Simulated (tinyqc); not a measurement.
Interfaces: Cahn-Hilliard equation on a periodic one-dimensional grid. Computed by tinyqc, a small Python program. Command: `OMP_NUM_THREADS=1 python tinyqc.py 3023268 3023269 out.jsonl cahn walk`. One thread of a shared host (Intel(R) Xeon(R) Processor @ 2.30GHz), about 0.01 s of CPU time with the checks.

Free energy F = h sum_j [A (c_j^2 - 1)^2/4 + (kappa/2) ((c_(j+1) - c_j)/h)^2]; dc/dt = Lap(mu), mu = A (c^3 - c) - kappa Lap(c), Lap(y)_j = (y_(j+1) - 2 y_j + y_(j-1))/h^2, mobility 1; the grid has n = 16 points.

Inputs (values chosen for the exercise, in reduced units):
```
quantity,value,unit
spacing h,1.5,-
well depth A,1.3,-
gradient coefficient kappa,1.2,-
mean composition c0,0.29,-
noise amplitude,0.1,-
time step dt,0.32,-
end time,60,-
```

Scheme: semi-implicit Fourier.

Method:
- Start: c_j = c0 + amplitude x (z_j - mean of z).
- With Fourier components y_m = sum_j y_j exp(-2 pi i j m/n): c_m(new) = [c_m - dt lambda_m N_m]/(1 + dt kappa lambda_m^2), N = A (c^3 - c), lambda_m = (4/h^2) sin^2(pi m/n).
- Run to the end time; break off if |c| exceeds 3 or F has risen by more than 1e-9 in more than 30 steps. Domains = stretches with c > c0.
- Continuum wall between c = -1 and +1: c = tanh(x/w), w = sqrt(2 kappa/A), energy s = (2/3) sqrt(2 kappa A). With two walls per domain, the estimate of F at the end is 2 x domains x s. Volume fraction of the +1 phase by the lever rule: (1 + c0)/2.

random numbers: [0.357, 0.079, 0.359, 0.368, 0.603, 0.448, -0.335, -0.610, -0.852, -0.288, -0.717, 0.935, -0.408, 0.512, 0.996, -0.120]

Course:
```
step,t,F,min c,max c,domains
0,0.00,6.54130,0.196506,0.381306,4
4,1.28,6.52316,0.189777,0.360092,2
9,2.88,6.51196,0.164381,0.366271,2
19,6.08,6.47067,0.081389,0.409989,2
28,8.96,6.37268,-0.052292,0.468389,2
38,12.16,6.09059,-0.303911,0.564171,2
56,17.92,5.05264,-0.721633,0.781894,2
75,24.00,4.35870,-0.886329,0.927675,2
103,32.96,4.31285,-0.922644,0.957911,2
132,42.24,4.30261,-0.926628,0.952025,2
160,51.20,4.29665,-0.930210,0.947041,2
188,60.16,4.29313,-0.933519,0.946087,2
```

F at the end = 4.29313

wall half width w = 1.3587

wall energy s = 1.1776

estimate of F = 4.7103

volume fraction = 0.645

w/h = 0.90582

What follows from these numbers?

The run ends at F = 4.2931, 0.91 of the estimate: walls this close overlap, or the grid resolves them poorly. Caution: the half width of the wall is below the grid spacing, so the wall is barely resolved and feels the grid.
